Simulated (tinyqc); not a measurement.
Inside a calculation. Method: Hubbard chain of 2 sites. Computed by tinyqc, a small Python program that keeps every step. Settings: hopping = 0.78, U = 4.3, mixing = 0.5, iteration cap = 88. Command: `OMP_NUM_THREADS=1 python tinyqc.py 25374 25375 out.jsonl` (the two numbers bound the seeds that draw the settings). One thread of a shared host (Intel(R) Xeon(R) Processor @ 2.60GHz), about 0.2 s of CPU time with the checks. Later iterations appear only in the table of the cycle.

## Mean-field iteration 1

one-body matrix (hopping and site energies) (eV):
```
          1         2
1   0.30000  -0.78000
2  -0.78000   0.99000
```

U = 4.30000 eV

electrons, up and down: 1  1

mixing = 0.50000

n(up) at the start (a guess, not normalised): 1 0.55000, 2 0.45000

n(down) at the start (a guess): 1 0.45000, 2 0.55000

H(up) = T + U n(down), H(down) = T + U n(up); fill the lowest levels; n(new) = n + mixing (n(out) - n); E = tr T (rho up + rho down) + U sum n_up n_down of the output.

levels, up (eV): 1.83479  3.75521

levels, down (eV): 2.00424  3.58576

energy = 1.98522 eV

n(up) after iteration 1: 1 0.67080, 2 0.32920

n(down) after iteration 1: 1 0.51610, 2 0.48390

## Mean-field iteration 2

As before.

levels, up (eV): 1.96769  3.62231

levels, down (eV): 1.92318  3.66682

energy = 1.72573 eV

n(up) after iteration 2: 1 0.66873, 2 0.33127

n(down) after iteration 2: 1 0.39637, 2 0.60363

## Mean-field iteration 3

As before.

levels, up (eV): 1.68440  3.90560

levels, down (eV): 1.92712  3.66288

energy = 1.42576 eV

n(up) after iteration 3: 1 0.76233, 2 0.23767

n(down) after iteration 3: 1 0.33856, 2 0.66144

## Convergence

Each step fills the lowest levels of T + U n(other spin) and sets n(new) = n + mixing (n(out) - n); stop when output and input agree to 1e-8.

Course of the cycle:
```
iteration     E (eV)  largest |n(out) - n(in)|  mean |n_up - n_down|
1          1.9852152                  2.42e-01               0.20940
2          1.7257328                  2.39e-01               0.39002
3          1.4257558                  1.87e-01               0.57517
4          1.1715629                  1.93e-01               0.75412
5          1.0545203                  1.47e-01               0.84577
6          1.0164335                  9.85e-02               0.88753
7          1.0052502                  6.08e-02               0.90684
8          1.0019297                  3.62e-02               0.91639
9          1.0009160                  2.11e-02               0.92138
10         1.0005997                  1.22e-02               0.92407
11         1.0004996                  6.99e-03               0.92556
...              ...                       ...                   ...
25         1.0004526                  2.60e-06               0.92747
26         1.0004526                  1.48e-06               0.92747
27         1.0004526                  8.40e-07               0.92747
28         1.0004526                  4.77e-07               0.92747
29         1.0004526                  2.71e-07               0.92747
30         1.0004526                  1.54e-07               0.92747
31         1.0004526                  8.75e-08               0.92747
32         1.0004526                  4.97e-08               0.92747
33         1.0004526                  2.82e-08               0.92747
34         1.0004526                  1.60e-08               0.92747
35         1.0004526                  9.12e-09               0.92747
```

local moments n_up - n_down: 1 0.92747, 2 -0.92747

Converged in 35 iterations. Before convergence this energy mixes input and output and is not variational, so it may rise towards its limit.

## The many-body Hamiltonian

Basis: all placements (u, d, 2, 0 on each site), up operators ordered before down ones; hops carry the sign of the same-spin electrons passed.

H (eV), lower triangle:
```
          20        ud        du       02
20   4.90000
ud  -0.78000   1.29000
du  -0.78000   0.00000   1.29000
02   0.00000  -0.78000  -0.78000  6.28000
```

## Exact diagonalisation (4 states)

Lowest levels of the sector, and the double occupancy of the lowest state.

lowest levels (eV): 0.77408  1.29000  5.14679  6.54913

double occupancy per site = 0.05020

The mean-field solution above lies 0.2264 eV above the exact energy.
